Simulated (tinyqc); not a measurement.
Phonon polaritons: single-oscillator infrared dielectric function of a polar cubic crystal. Computed by tinyqc, a small Python program. Command: `OMP_NUM_THREADS=1 python tinyqc.py 3007433 3007434 out.jsonl infrared walk`. One thread of a shared host (Intel(R) Xeon(R) Processor @ 2.30GHz), about 0.01 s of CPU time with the checks.

One ion pair, charges +Z* and -Z*, in a cell of volume Omega = a^3/4. Frequencies omega are given as wavenumbers (1/cm); eps_s is the static dielectric constant.

Inputs (values chosen for the exercise, modelled on potassium chloride):
```
quantity            value      unit
lattice constant a   6.29  angstrom
mass M_A             39.1         u
mass M_B            35.45         u
omega_TO              145      1/cm
Born charge Z*       1.17         e
eps_inf              2.24         -
```

Structure: rock salt. Free carriers: absent.

Constants: nu for 1 eV/(angstrom^2 u) = 15.6333042 THz; 1 THz = 33.35640952 1/cm; e^2/(4 pi eps_0) = 14.39964548 eV angstrom.

Method. mu = M_A M_B/(M_A + M_B); ionic plasma term W^2 = 4 pi Z*^2 (e^2/(4 pi eps_0))/(Omega mu) in eV/(angstrom^2 u), turned into 1/cm by W = 15.6333042 x 33.35640952 x sqrt(W^2); omega_LO^2 = omega_TO^2 + W^2/eps_inf; eps_s = eps_inf + W^2/omega_TO^2; Szigeti charge 3 Z*/(eps_inf + 2); longitudinal (Callen) charge Z*/eps_inf. Transverse waves without damping obey Q^2 = omega^2 eps(omega), Q = wave vector/(2 pi) in 1/cm: eps_inf omega^4 - (eps_inf omega_LO^2 + Q^2) omega^2 + Q^2 omega_TO^2 = 0.

eps_s = 5.00962

omega_LO = 216.843 1/cm

Branches (1/cm):
```
Q     lower branch  upper branch  Q/sqrt(eps_s)  Q/sqrt(eps_inf)
32           14.26         217.4           14.3             21.4
97           42.27         222.3           43.3             64.8
190          76.96         239.2           84.9            126.9
320         109.03         284.3          143.0            213.8
490         127.86         371.3          218.9            327.4
810         138.57         566.3          361.9            541.2
1600        143.35        1081.4          714.9           1069.0
3200        144.59        2144.2         1429.7           2138.1
```

The lower branch starts as light slowed by sqrt(eps_s) (0.997 of that line) and ends at 0.997 omega_TO; the upper starts at 1.003 omega_LO and ends at 1.003 of the light line with eps_inf. No branch lies between omega_TO and omega_LO.
